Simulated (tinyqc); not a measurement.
# Hole mobility in a silicon inversion layer, empirical terms and Matthiessen rule: two studies

Inversion layer of sheet density Ns on a uniformly doped body. The mobility terms are empirical power laws with prefactors chosen for the exercise; adding their inverses (Matthiessen) is itself an approximation.

Values chosen for this exercise; material values close to those of silicon:
```
symbol    value        unit                                                meaning
T           273           K                                            temperature
Eg         1.12          eV                                               band gap
eps_r      11.5                         relative permittivity of the semiconductor
Nc      2.44e19       cm^-3                 conduction-band density of states at T
Nv      2.29e19       cm^-3                    valence-band density of states at T
Nb       1.7e17       cm^-3                                            body doping
Vsb         0.6           V                                      reverse body bias
eta      0.3333              weight of the inversion charge in the effective field
Ap          127  cm^2/(V s)           phonon-limited mobility at 1 MV/cm and 300 K
As          547  cm^2/(V s)                  roughness-limited mobility at 1 MV/cm
gs            1                                     exponent of the roughness term
Ac         1100  cm^2/(V s)                                      Coulomb prefactor
Nit      1.5e11       cm^-2                                charge at the interface
Ns       2.7e12       cm^-2                                      inversion density
```

Constants: q = 1.602176634e-19 C, kB = 1.380649e-23 J/K, Vt = kB T/q, eps0 = 8.8541878128e-14 F/cm where lengths are in cm. Results are converted to the units shown.

Each table varies one quantity; the others keep the values above.

## Effect of the charge at the interface

ni = sqrt(Nc Nv) exp(-Eg/(2 Vt)), Eg in volts; Ndep = sqrt(2 eps0 eps_r Nb (2 Vt ln(Nb/ni) + Vsb)/q); E = q (Ndep + eta Ns)/(eps0 eps_r), in MV/cm. With t = T/(300 K): muC = Ac (Ns/1e12 cm^-2) t/(Nb/1e17 cm^-3 + Nit/1e11 cm^-2), muP = Ap E^(-1/3) t^(-1.75), muS = As E^(-gs); 1/mu is the sum of the inverses.

The same in every row: E (MV/cm) = 0.4237; muP (cm^2/(V s)) = 199.4; muS (cm^2/(V s)) = 1291.

Effect of the charge at the interface:

| Nit (cm^-2) | muC (cm^2/(V s)) | mu (cm^2/(V s)) |
|---|---|---|
| 1e10 | 1502 | 154.9 |
| 3.2e10 | 1338 | 153.0 |
| 1e11 | 1001 | 147.3 |
| 3.2e11 | 551.6 | 131.5 |
| 1e12 | 231.0 | 98.83 |
| 3.2e12 | 80.20 | 54.77 |
| 1e13 | 26.58 | 23.03 |

What does the comparison show?

As Nit goes from 1e10 to 1e13 cm^-2, E stays at 0.424 MV/cm and mu falls from 155 to 23.0 cm^2/(V s). The smallest term is the phonon one in the first row and the Coulomb one in the last.

## Universality: two dopings at the same effective field

Same model as above.

For each E, Ns is chosen to give that field on bodies with Nb = 2e16 and 1.7e17 cm^-3; the last column leaves out muC.

Results:

| E (MV/cm) | Ns, light body (cm^-2) | mu, light (cm^2/(V s)) | Ns, heavy body (cm^-2) | mu, heavy (cm^2/(V s)) | without muC (cm^2/(V s)) |
|---|---|---|---|---|---|
| 0.299 | 3.920e12 | 183.7 | 3.217e11 | 66.90 | 199.6 |
| 0.373 | 5.331e12 | 172.2 | 1.733e12 | 136.4 | 182.2 |
| 0.465 | 7.085e12 | 159.7 | 3.487e12 | 144.1 | 166.1 |
| 0.58 | 9.278e12 | 146.8 | 5.680e12 | 139.1 | 150.9 |
| 0.722 | 1.199e13 | 134.2 | 8.387e12 | 130.0 | 136.8 |
| 1.12 | 1.957e13 | 110.3 | 1.598e13 | 108.9 | 111.4 |
| 1.4 | 2.491e13 | 99.05 | 2.132e13 | 98.25 | 99.72 |

Estimate the missing row, E = 0.901 MV/cm.

Computed row:

| E (MV/cm) | Ns, light body (cm^-2) | mu, light (cm^2/(V s)) | Ns, heavy body (cm^-2) | mu, heavy (cm^2/(V s)) | without muC (cm^2/(V s)) |
|---|---|---|---|---|---|
| 0.901 | 1.540e13 | 121.9 | 1.180e13 | 119.5 | 123.5 |

With this row back in the table: The heavily doped body has 0.364 of the mobility of the light one in the first row and 0.992 in the last; there they lie 1.5 % below and 0.68 % below the curve without Coulomb scattering, which depends on E alone. The heavy body leaves that curve at low E because its field comes mostly from depletion charge and few carriers screen.

Computed by the program tinyqc: `OMP_NUM_THREADS=1 python tinyqc.py 2510115 2510116 out.jsonl`, one thread of a shared Intel Xeon 2.30GHz, about 0.01 s for the whole run.
